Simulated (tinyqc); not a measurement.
Worked calculation: thresholds of impact ionisation and Auger recombination from band masses. Values are carried at full precision from step to step, so a last printed digit may differ when a step is redone from the rounded ones.

Parabolic bands, no phonon. At threshold the three slow carriers share one velocity. With M their total mass and m4 the mass of the fast carrier, the fast carrier has the kinetic energy E_T = G M/(M - m4) and the slow ones together E_a = G m4/(M - m4), the activation energy of the Auger rate. CCCH (fast electron): G = Eg, M = 2 me + mh, m4 = me. CHHS (hole into the split-off band): G = Eg - Dso, M = 2 mh + me, m4 = ms; this form holds for Eg > Dso (below, the process needs about Dso - Eg and is marked by a dash). CHHL (hole into the light band): G = Eg, M = 2 mh + me, m4 = ml. CHHH (fast heavy hole): G = Eg, M = 2 mh + me, m4 = mh.

Constants: kB = 8.617333262e-05 eV/K; hbar^2/2m0 = 3.80998211 eV angstrom^2.

Inputs chosen for the exercise (near those of CdTe, gap at low temperature and not tied to T; shifted at random, so the results belong to these values and not to a real crystal): Eg = 1.61 eV (gap at Gamma to the s-like level); Dso = 0.891 eV (spin-orbit splitting); me = 0.0952 m0 (electron mass at Gamma); mh = 0.55 m0 (heavy-hole mass); ms = 0.29 m0 (split-off mass); ml = 0.1148 m0 (light-hole mass); T = 400 K (temperature).

## Thresholds of four processes

Give G, M, m4, E_T, E_a and E_a/kT.

Results:

| process | G (eV) | M | m4 | E_T (eV) | E_a (eV) | E_a/kT |
|---|---|---|---|---|---|---|
| CCCH | 1.6100 | 0.7404 | 0.0952 | 1.8476 | 0.2376 | 6.89 |
| CHHS | 0.7190 | 1.1952 | 0.2900 | 0.9493 | 0.2303 | 6.68 |
| CHHL | 1.6100 | 1.1952 | 0.1148 | 1.7811 | 0.1711 | 4.96 |
| CHHH | 1.6100 | 1.1952 | 0.5500 | 2.9824 | 1.3724 | 39.82 |

The lowest activation energy is that of CHHL (171 meV), then CHHS (230 meV). At equal G a light fast carrier takes up the energy with little momentum, so little is asked of the slow ones; CHHH asks 0.85 Eg. For equal masses E_T would be 3/2 Eg; for electrons here it is 1.148 Eg.

## Momenta at the CCCH threshold

At the threshold of the parabolic CCCH process the fast electron has E_T = Eg M/(M - me), M = 2 me + mh, and the slow carriers E_a = E_T - Eg together. It has k4 = sqrt(me E_T/c), c = hbar^2/2m0; the slow carriers share k4 in proportion to their masses. Give the wave vectors and kinetic energies, and check that they add up to E_a.

k4 = 0.21486 1/angstrom

electron, electron, hole (1/angstrom): 0.02763  0.02763  0.15961

their kinetic energies (meV): 30.54  30.54  176.47

sum = 237.56 meV

The hole carries 74 % of the momentum and of the energy of the slow carriers.

## Non-parabolicity raises the threshold

Non-parabolic fast electron: E (1 + alpha E) = c k^2/me with alpha = (1 - me)^2/Eg; the slow carriers stay parabolic, so E_T = Eg + me E_T (1 + alpha E_T)/M, M = 2 me + mh (the root between Eg and 1.9 Eg).

Give alpha, E_T, E_a = E_T - Eg and k4.

alpha = 0.5085 1/eV
E_T = 2.2160 eV
E_a = 0.6060 eV
k4 = 0.34317 1/angstrom

E_a is 2.55 times the parabolic value, since an electron at E_T above the edge has 1 + alpha E_T = 2.13 times the squared momentum, and E_T itself is 1.20 times higher. In the real crystal the L valleys lie below this energy, so the fast electron may not stay in the Gamma valley.

## Temperature dependence

For non-degenerate carriers at fixed densities the Auger coefficient goes as exp(-E_a/kT), up to slowly varying powers of T. Give exp(-E_a/kT) for the parabolic and the non-parabolic CCCH value, and the characteristic temperature T0 = kT^2/E_a of each.

Boltzmann factors: 0.001016  2.317e-08

T0 (K): 58  23

Non-parabolicity lowers the factor by 4.4e+04 times; direct CCCH is then negligible, and processes with lower thresholds, or assisted by phonons or defects, take over.

## Checks

- Largest energy that an electron at k4 can give to a pair, by numerical search, against Eg (eV): both 1.6100.

tinyqc: `OMP_NUM_THREADS=1 python tinyqc.py 1850068 1850069 out.jsonl`; about 0.01 s, one thread, shared Intel(R) Xeon(R) Processor @ 2.30GHz.
